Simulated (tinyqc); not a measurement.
Inside a calculation. Method: tight binding, kagome lattice. Computed by tinyqc, a small Python program that keeps every step. Settings: t1 = 1.27, t2 = 1.27, delta = 0, bands filled = 1. Command: `OMP_NUM_THREADS=1 python tinyqc.py 20194 20195 out.jsonl` (the two numbers bound the seeds that draw the settings). One thread of a shared host (Intel(R) Xeon(R) Processor @ 2.60GHz), about 0.01 s of CPU time with the checks.

## Bloch Hamiltonian at k

Parameters chosen for this model:

| parameter | value | unit |
|---|---|---|
| t1 | 1.270000 | eV, up triangles |
| t2 | 1.270000 | eV, down triangles |
| delta | 0 | eV on site C |

k point k (fractions of the reciprocal vectors): 0.450000  0.290000

H_AB = -t1 - t2 exp(-i k.a1), H_AC = -t1 - t2 exp(-i k.a2), H_BC = -t1 - t2 exp(i k.(a1 - a2)), H_CC = delta.

H(k) at k (eV):
```
                     A                    B                    C
A             0.000000  -0.062158+0.392452i  -0.954164+1.230101i
B  -0.062158-0.392452i             0.000000  -1.950500-1.072296i
C  -0.954164-1.230101i  -1.950500+1.072296i             0.000000
```

## Levels at k

Diagonalise the Hermitian matrix.

eigenvalues (eV): -2.912263  0.372263  2.540000

weights |c|^2 of the basis functions:
```
     band 1    band 2    band 3
A  0.196950  0.676362  0.126688
B  0.338266  0.320927  0.340807
C  0.464784  0.002711  0.532505
```

## Bloch Hamiltonian at K

k point K (fractions of the reciprocal vectors): 0.333333  0.666667

As before.

H(k) at K (eV):
```
                     A                    B                    C
A             0.000000  -0.635000+1.099852i  -0.635000-1.099852i
B  -0.635000-1.099852i             0.000000  -0.635000+1.099852i
C  -0.635000+1.099852i  -0.635000-1.099852i             0.000000
```

## Levels at K

As before.

eigenvalues (eV): -1.270000  -1.270000  2.540000

## Bands along a path

The same steps at evenly spaced points between the labelled ones.

Bands along the path (eV):

| k | band 1 | band 2 | band 3 |
|---|---|---|---|
| G | -5.080000 | 2.540000 | 2.540000 |
| G-K 0.25 | -4.739705 | 2.199705 | 2.540000 |
| G-K 0.50 | -3.810000 | 1.270000 | 2.540000 |
| G-K 0.75 | -2.540000 | 0 | 2.540000 |
| K | -1.270000 | -1.270000 | 2.540000 |
| K-M 0.25 | -1.796051 | -0.743949 | 2.540000 |
| K-M 0.50 | -2.199705 | -0.340295 | 2.540000 |
| K-M 0.75 | -2.453452 | -0.086548 | 2.540000 |
| M | -2.540000 | 0 | 2.540000 |
| M-K' 0.25 | -2.453452 | -0.086548 | 2.540000 |
| M-K' 0.50 | -2.199705 | -0.340295 | 2.540000 |
| M-K' 0.75 | -1.796051 | -0.743949 | 2.540000 |
| K' | -1.270000 | -1.270000 | 2.540000 |

With 1 band(s) filled, the highest filled level on these points lies at K' and the lowest empty one at K': the bands touch or overlap, so there is no gap.
